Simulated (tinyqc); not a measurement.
Worked calculation: MP2 on RHF in the 6-31g basis, for H3+, spin multiplicity 1. Computed by tinyqc, a small Python program that keeps every step (integrals from PySCF). Settings: charge = 1, multiplicity = 1, basis = 6-31g, method = RHF, energy threshold = 1e-10, iteration cap = 75, orthogonalisation = symmetric, start = core, DIIS depth = 6. Command: `OMP_NUM_THREADS=1 python tinyqc.py 26191 26192 out.jsonl` (the two numbers bound the seeds that draw the settings). One thread of a shared host (Intel(R) Xeon(R) Processor @ 2.60GHz), about 0.1 s of CPU time with the checks. The early iterations of the SCF are left out here.

## One-electron integrals

Geometry (angstrom):
```
atom,x,y,z
H,0.000000,0.000000,0.000000
H,0.000000,0.000000,0.784000
H,0.000000,0.000000,-0.784000
```

Basis 6-31g: exponents (1/bohr^2) and contraction coefficients of normalised primitives:
```
element,l (shell),exponent,coefficient
H,s (1),18.731137,0.033495
H,s (1),2.825394,0.234727
H,s (1),0.640122,0.813757
H,s (2),0.161278,1.000000
```

Overlap, kinetic and nuclear-attraction integrals over the contracted functions; the nuclear repulsion is the sum of Za Zb / Rab.

nuclear repulsion = 1.68742733 hartree

overlap S, lower triangle:
```
,1H 1s,1H 2s,2H 1s,2H 2s,3H 1s,3H 2s
1H 1s,1.000000
1H 2s,0.658292,1.000000
2H 1s,0.416604,0.493293,1.000000
2H 2s,0.493293,0.837779,0.658292,1.000000
3H 1s,0.416604,0.493293,0.042588,0.207893,1.000000
3H 2s,0.493293,0.837779,0.207893,0.492628,0.658292,1.000000
```

kinetic energy T (hartree), lower triangle:
```
,1H 1s,1H 2s,2H 1s,2H 2s,3H 1s,3H 2s
1H 1s,1.395678
1H 2s,0.259735,0.241917
2H 1s,0.186728,0.156942,1.395678
2H 2s,0.156942,0.178757,0.259735,0.241917
3H 1s,0.186728,0.156942,-0.042285,0.018859,1.395678
3H 2s,0.156942,0.178757,0.018859,0.062924,0.259735,0.241917
```

nuclear attraction V (hartree), lower triangle:
```
,1H 1s,1H 2s,2H 1s,2H 2s,3H 1s,3H 2s
1H 1s,-2.987267
1H 2s,-1.583058,-1.674823
2H 1s,-1.118723,-1.085902,-2.657734
2H 2s,-1.177815,-1.362643,-1.384814,-1.489479
3H 1s,-1.118723,-1.085902,-0.112128,-0.470544,-2.657734
3H 2s,-1.177815,-1.362643,-0.470544,-0.825064,-1.384814,-1.489479
```

core Hamiltonian H = T + V (hartree), lower triangle:
```
,1H 1s,1H 2s,2H 1s,2H 2s,3H 1s,3H 2s
1H 1s,-1.591589
1H 2s,-1.323323,-1.432906
2H 1s,-0.931995,-0.928960,-1.262056
2H 2s,-1.020873,-1.183886,-1.125079,-1.247562
3H 1s,-0.931995,-0.928960,-0.154413,-0.451685,-1.262056
3H 2s,-1.020873,-1.183886,-0.451685,-0.762140,-1.125079,-1.247562
```

## Two-electron integrals

Functions are numbered as in S; the eight-fold symmetry (ij|kl) = (ji|kl) = (kl|ij) leaves the list below.

Two-electron integrals (ij|kl) in chemists' order, unique and non-zero (hartree):
```
i,j,k,l,(ij|kl)
1,1,1,1,1.076566
2,1,1,1,0.578470
2,1,2,1,0.329423
2,2,1,1,0.587396
2,2,2,1,0.361304
2,2,2,2,0.453150
3,1,1,1,0.367466
3,1,2,1,0.209857
3,1,2,2,0.230107
3,1,3,1,0.166565
3,2,1,1,0.327437
3,2,2,1,0.199301
3,2,2,2,0.242024
3,2,3,1,0.165494
3,2,3,2,0.183986
3,3,1,1,0.634941
3,3,2,1,0.394131
3,3,2,2,0.488839
3,3,3,1,0.367466
3,3,3,2,0.426340
3,3,3,3,1.076566
4,1,1,1,0.426340
4,1,2,1,0.243722
4,1,2,2,0.268935
4,1,3,1,0.165494
4,1,3,2,0.160550
4,1,3,3,0.327437
4,1,4,1,0.183986
4,2,1,1,0.468686
4,2,2,1,0.290033
4,2,2,2,0.368732
4,2,3,1,0.201989
4,2,3,2,0.222604
4,2,3,3,0.468686
4,2,4,1,0.222604
4,2,4,2,0.318055
4,3,1,1,0.394131
4,3,2,1,0.244358
4,3,2,2,0.307237
4,3,3,1,0.209857
4,3,3,2,0.243722
4,3,3,3,0.578470
4,3,4,1,0.199301
4,3,4,2,0.290033
4,3,4,3,0.329423
4,4,1,1,0.488839
4,4,2,1,0.307237
4,4,2,2,0.404910
4,4,3,1,0.230107
4,4,3,2,0.268935
4,4,3,3,0.587396
4,4,4,1,0.242024
4,4,4,2,0.368732
4,4,4,3,0.361304
4,4,4,4,0.453150
5,1,1,1,0.367466
5,1,2,1,0.209857
5,1,2,2,0.230107
5,1,3,1,0.110600
5,1,3,2,0.101444
5,1,3,3,0.187789
5,1,4,1,0.145956
5,1,4,2,0.169310
5,1,4,3,0.121563
5,1,4,4,0.167881
5,1,5,1,0.166565
5,2,1,1,0.327437
5,2,2,1,0.199301
5,2,2,2,0.242024
5,2,3,1,0.101444
5,2,3,2,0.098091
5,2,3,3,0.182576
5,2,4,1,0.137142
5,2,4,2,0.173523
5,2,4,3,0.119163
5,2,4,4,0.171401
5,2,5,1,0.165494
5,2,5,2,0.183986
5,3,1,1,0.041231
5,3,2,1,0.023028
5,3,2,2,0.024367
5,3,3,1,0.014746
5,3,3,2,0.013629
5,3,3,3,0.026944
5,3,4,1,0.017016
5,3,4,2,0.019506
5,3,4,3,0.016575
5,3,4,4,0.020508
5,3,5,1,0.014746
5,3,5,2,0.013629
5,3,5,3,0.001627
5,4,1,1,0.151183
5,4,2,1,0.090353
5,4,2,2,0.106270
5,4,3,1,0.047718
5,4,3,2,0.045638
5,4,3,3,0.085392
5,4,4,1,0.062957
5,4,4,2,0.077850
5,4,4,3,0.055340
5,4,4,4,0.077695
5,4,5,1,0.071505
5,4,5,2,0.076172
5,4,5,3,0.006223
5,4,5,4,0.032221
5,5,1,1,0.634941
5,5,2,1,0.394131
5,5,2,2,0.488839
5,5,3,1,0.187789
5,5,3,2,0.182576
5,5,3,3,0.337361
5,5,4,1,0.264516
5,5,4,2,0.338383
5,5,4,3,0.221694
5,5,4,4,0.327489
5,5,5,1,0.367466
5,5,5,2,0.426340
5,5,5,3,0.026944
5,5,5,4,0.171077
5,5,5,5,1.076566
6,1,1,1,0.426340
6,1,2,1,0.243722
6,1,2,2,0.268935
6,1,3,1,0.145956
6,1,3,2,0.137142
6,1,3,3,0.264516
6,1,4,1,0.176845
6,1,4,2,0.209655
6,1,4,3,0.166772
6,1,4,4,0.217185
6,1,5,1,0.165494
6,1,5,2,0.160550
6,1,5,3,0.017016
6,1,5,4,0.071602
6,1,5,5,0.327437
6,1,6,1,0.183986
6,2,1,1,0.468686
6,2,2,1,0.290033
6,2,2,2,0.368732
6,2,3,1,0.169310
6,2,3,2,0.173523
6,2,3,3,0.338383
6,2,4,1,0.209655
6,2,4,2,0.284196
6,2,4,3,0.216648
6,2,4,4,0.298987
6,2,5,1,0.201989
6,2,5,2,0.222604
6,2,5,3,0.019506
6,2,5,4,0.094903
6,2,5,5,0.468686
6,2,6,1,0.222604
6,2,6,2,0.318055
6,3,1,1,0.151183
6,3,2,1,0.090353
6,3,2,2,0.106270
6,3,3,1,0.071505
6,3,3,2,0.076172
6,3,3,3,0.171077
6,3,4,1,0.071602
6,3,4,2,0.094903
6,3,4,3,0.098892
6,3,4,4,0.111082
6,3,5,1,0.047718
6,3,5,2,0.045638
6,3,5,3,0.006223
6,3,5,4,0.021209
6,3,5,5,0.085392
6,3,6,1,0.062957
6,3,6,2,0.077850
6,3,6,3,0.032221
6,4,1,1,0.289367
6,4,2,1,0.177988
6,4,2,2,0.223234
6,4,3,1,0.113357
6,4,3,2,0.119228
6,4,3,3,0.240815
6,4,4,1,0.132485
6,4,4,2,0.181647
6,4,4,3,0.151354
6,4,4,4,0.199470
6,4,5,1,0.113357
6,4,5,2,0.119228
6,4,5,3,0.012004
6,4,5,4,0.052351
6,4,5,5,0.240815
6,4,6,1,0.132485
6,4,6,2,0.181647
6,4,6,3,0.052351
6,4,6,4,0.109971
6,5,1,1,0.394131
6,5,2,1,0.244358
6,5,2,2,0.307237
6,5,3,1,0.121563
6,5,3,2,0.119163
6,5,3,3,0.221694
6,5,4,1,0.166772
6,5,4,2,0.216648
6,5,4,3,0.145304
6,5,4,4,0.212806
6,5,5,1,0.209857
6,5,5,2,0.243722
6,5,5,3,0.016575
6,5,5,4,0.098892
6,5,5,5,0.578470
6,5,6,1,0.199301
6,5,6,2,0.290033
6,5,6,3,0.055340
6,5,6,4,0.151354
6,5,6,5,0.329423
6,6,1,1,0.488839
6,6,2,1,0.307237
6,6,2,2,0.404910
6,6,3,1,0.167881
6,6,3,2,0.171401
6,6,3,3,0.327489
6,6,4,1,0.217185
6,6,4,2,0.298987
6,6,4,3,0.212806
6,6,4,4,0.306301
6,6,5,1,0.230107
6,6,5,2,0.268935
6,6,5,3,0.020508
6,6,5,4,0.111082
6,6,5,5,0.587396
6,6,6,1,0.242024
6,6,6,2,0.368732
6,6,6,3,0.077695
6,6,6,4,0.199470
6,6,6,5,0.361304
6,6,6,6,0.453150
```

## Orthogonalisation

S = U s U^T; symmetric (Loewdin) form X = U s^(-1/2) U^T, so that X^T S X = 1.

eigenvalues of S: 0.026711  0.228911  0.408774  0.540079  1.235873  3.559651

X, lower triangle:
```
,1H 1s,1H 2s,2H 1s,2H 2s,3H 1s,3H 2s
1H 1s,1.335499
1H 2s,-0.634299,4.096110
2H 1s,-0.174536,-0.035466,1.294844
2H 2s,0.126685,-1.771425,-0.466794,2.270900
3H 1s,-0.174536,-0.035466,0.066083,0.065731,1.294844
3H 2s,0.126685,-1.771425,0.065731,0.510039,-0.466794,2.270900
```

## Iteration 6 (converged): orbitals

converged F (hartree), lower triangle:
```
,1H 1s,1H 2s,2H 1s,2H 2s,3H 1s,3H 2s
1H 1s,-0.664350
1H 2s,-0.915840,-0.832874
2H 1s,-0.698059,-0.655935,-0.368124
2H 2s,-0.741887,-0.693880,-0.675283,-0.634643
3H 1s,-0.698059,-0.655935,-0.255424,-0.411411,-0.368124
3H 2s,-0.741887,-0.693880,-0.411411,-0.516242,-0.675283,-0.634643
```

Diagonalise F' = X^T F X, C = X C', fill 1 alpha and 1 beta electrons from the bottom; D = 2 C_occ C_occ^T. Each column has its largest component positive (the first on a tie).

F' = X^T F X (hartree), lower triangle:
```
,1,2,3,4,5,6
1,0.134143
2,-0.635152,0.143164
3,-0.471997,-0.160617,0.232639
4,-0.085884,-0.205089,-0.502950,-0.001017
5,-0.471997,-0.160617,0.091050,-0.041958,0.232639
6,-0.085884,-0.205089,-0.041958,-0.096806,-0.502950,-0.001017
```

orbital energies (hartree): MO1 -1.124248, MO2 -0.342872, MO3 0.023894, MO4 0.489168, MO5 0.580250, MO6 1.114359

coefficients C:
```
,MO1,MO2,MO3,MO4,MO5,MO6
1H 1s,0.395246,0.000000,0.291008,-0.672819,0.000000,-1.259097
1H 2s,0.395275,0.000000,3.170811,2.593294,0.000000,2.554096
2H 1s,0.239716,0.326157,0.015436,-0.593813,-0.889010,0.792395
2H 2s,0.005816,0.642434,-2.106995,-0.693129,1.131099,-1.476938
3H 1s,0.239716,-0.326157,0.015436,-0.593813,0.889010,0.792395
3H 2s,0.005816,-0.642434,-2.106995,-0.693129,-1.131099,-1.476938
```

D after iteration 6, lower triangle:
```
,1H 1s,1H 2s,2H 1s,2H 2s,3H 1s,3H 2s
1H 1s,0.312438
1H 2s,0.312462,0.312485
2H 1s,0.189493,0.189507,0.114928
2H 2s,0.004598,0.004598,0.002789,0.000068
3H 1s,0.189493,0.189507,0.114928,0.002789,0.114928
3H 2s,0.004598,0.004598,0.002789,0.000068,0.002789,0.000068
```

## Convergence

Stop when the energy changes by less than 1e-10 hartree and every element of the error matrix X^T (F D S - S D F) X is below 3e-06.

Course of the cycle:
```
iteration,E (hartree),change,largest element of the error matrix
1,-1.17065230,-,2.42e-01
2,-1.21923126,-4.86e-02,2.67e-02
3,-1.22012296,-8.92e-04,9.09e-04
4,-1.22012582,-2.85e-06,3.75e-05
5,-1.22012582,-3.25e-09,5.22e-06
6,-1.22012582,-5.23e-11,1.22e-10
```

PySCF RHF in the same basis = -1.22012582 hartree

Converged in 6 iterations.

## Integrals over molecular orbitals

(pq|rs) = sum C_ip C_jq C_kr C_ls (ij|kl), one index at a time.

one-electron integrals over orbitals h = C^T H C (hartree), lower triangle:
```
,1,2,3,4,5,6
1,-1.783305
2,0.000000,-1.200745
3,-0.098133,0.000000,-0.680028
4,0.103863,0.000000,0.021862,-0.424551
5,0.000000,0.209207,0.000000,0.000000,-0.284363
6,0.079840,0.000000,0.229226,-0.009714,0.000000,-0.055582
```

Two-electron integrals over orbitals (pq|rs), unique and non-zero (hartree):
```
p,q,r,s,(pq|rs)
1,1,1,1,0.659057
2,1,2,1,0.120929
2,2,1,1,0.489401
2,2,2,2,0.464599
3,1,1,1,0.098133
3,1,2,2,0.015817
3,1,3,1,0.046991
3,2,2,1,-0.065583
3,2,3,2,0.076559
3,3,1,1,0.375456
3,3,2,2,0.358064
3,3,3,1,0.010698
3,3,3,3,0.336166
4,1,1,1,-0.103863
4,1,2,2,-0.070410
4,1,3,1,-0.021666
4,1,3,3,-0.037355
4,1,4,1,0.058929
4,2,2,1,-0.052731
4,2,3,2,0.022719
4,2,4,2,0.038026
4,3,1,1,-0.021764
4,3,2,2,0.003491
4,3,3,1,-0.014424
4,3,3,3,-0.000055
4,3,4,1,0.008969
4,3,4,3,0.009169
4,4,1,1,0.486324
4,4,2,2,0.401487
4,4,3,1,0.048660
4,4,3,3,0.316648
4,4,4,1,-0.044296
4,4,4,3,-0.006185
4,4,4,4,0.420745
5,1,2,1,-0.077827
5,1,3,2,0.021874
5,1,4,2,0.046931
5,1,5,1,0.067798
5,2,1,1,-0.143517
5,2,2,2,-0.111188
5,2,3,1,-0.020825
5,2,3,3,-0.033271
5,2,4,1,0.055844
5,2,4,3,0.000214
5,2,4,4,-0.089457
5,2,5,2,0.091579
5,3,2,1,-0.033870
5,3,3,2,0.048022
5,3,4,2,0.004472
5,3,5,1,0.004524
5,3,5,3,0.045733
5,4,2,1,0.086531
5,4,3,2,-0.040939
5,4,4,2,-0.043122
5,4,5,1,-0.062972
5,4,5,3,-0.018363
5,4,5,4,0.071780
5,5,1,1,0.466205
5,5,2,2,0.438959
5,5,3,1,0.018526
5,5,3,3,0.337883
5,5,4,1,-0.076478
5,5,4,3,0.001026
5,5,4,4,0.387553
5,5,5,2,-0.116335
5,5,5,5,0.437616
6,1,1,1,-0.079840
6,1,2,2,0.027921
6,1,3,1,-0.060828
6,1,3,3,-0.014463
6,1,4,1,0.016117
6,1,4,3,0.025265
6,1,4,4,-0.021690
6,1,5,2,-0.020199
6,1,5,5,0.031344
6,1,6,1,0.118552
6,2,2,1,0.084386
6,2,3,2,-0.038347
6,2,4,2,-0.047803
6,2,5,1,-0.064481
6,2,5,3,-0.003864
6,2,5,4,0.068341
6,2,6,2,0.079360
6,3,1,1,-0.145027
6,3,2,2,-0.071377
6,3,3,1,-0.042649
6,3,3,3,-0.034517
6,3,4,1,0.040592
6,3,4,3,0.012638
6,3,4,4,-0.082590
6,3,5,2,0.048910
6,3,5,5,-0.062651
6,3,6,1,0.046970
6,3,6,3,0.063481
6,4,1,1,0.012915
6,4,2,2,-0.045253
6,4,3,1,0.031837
6,4,3,3,-0.004564
6,4,4,1,0.007310
6,4,4,3,-0.015902
6,4,4,4,-0.003149
6,4,5,2,0.035058
6,4,5,5,-0.051554
6,4,6,1,-0.075519
6,4,6,3,-0.017324
6,4,6,4,0.058462
6,5,2,1,-0.105308
6,5,3,2,0.066796
6,5,4,2,0.057927
6,5,5,1,0.073992
6,5,5,3,0.031748
6,5,5,4,-0.085015
6,5,6,2,-0.086538
6,5,6,5,0.118009
6,6,1,1,0.644246
6,6,2,2,0.491898
6,6,3,1,0.090903
6,6,3,3,0.383553
6,6,4,1,-0.130535
6,6,4,3,-0.024048
6,6,4,4,0.472682
6,6,5,2,-0.152828
6,6,5,5,0.479637
6,6,6,1,-0.081747
6,6,6,3,-0.150787
6,6,6,4,0.008831
6,6,6,6,0.681696
```

## Second-order Moller-Plesset energy

Hartree-Fock energy = -1.22012582 hartree

E2 = sum_ijab (ia|jb) [2 (ia|jb) - (ib|ja)] / (e_i + e_j - e_a - e_b) over occupied i, j and virtual a, b; the opposite-spin part is (ia|jb)^2 / denominator, the rest is same-spin, and SCS-MP2 scales them by 6/5 and 1/3.

Terms:
```
i,j,a,b,(ia|jb),(ib|ja),denominator,term
1,1,2,2,0.120929,0.120929,-1.562752,-0.009358
1,1,6,6,0.118552,0.118552,-4.477214,-0.003139
1,1,2,5,-0.077827,-0.077827,-2.485874,-0.002437
1,1,5,2,-0.077827,-0.077827,-2.485874,-0.002437
1,1,5,5,0.067798,0.067798,-3.408996,-0.001348
1,1,3,6,-0.060828,-0.060828,-3.386749,-0.001093
1,1,6,3,-0.060828,-0.060828,-3.386749,-0.001093
1,1,4,4,0.058929,0.058929,-3.226832,-0.001076
1,1,3,3,0.046991,0.046991,-2.296284,-0.000962
1,1,4,3,-0.021666,-0.021666,-2.761558,-0.000170
1,1,3,4,-0.021666,-0.021666,-2.761558,-0.000170
1,1,6,4,0.016117,0.016117,-3.852023,-0.000067
1,1,4,6,0.016117,0.016117,-3.852023,-0.000067
```

Pair energies (hartree; pair i-j sums ij and ji):
```
pair,opposite spin,same spin
1-1,-0.023416,0
```

MP2 correlation energy = -0.02341604 hartree

SCS-MP2 correlation energy = -0.02809924 hartree

MP2 total energy = -1.24354186 hartree
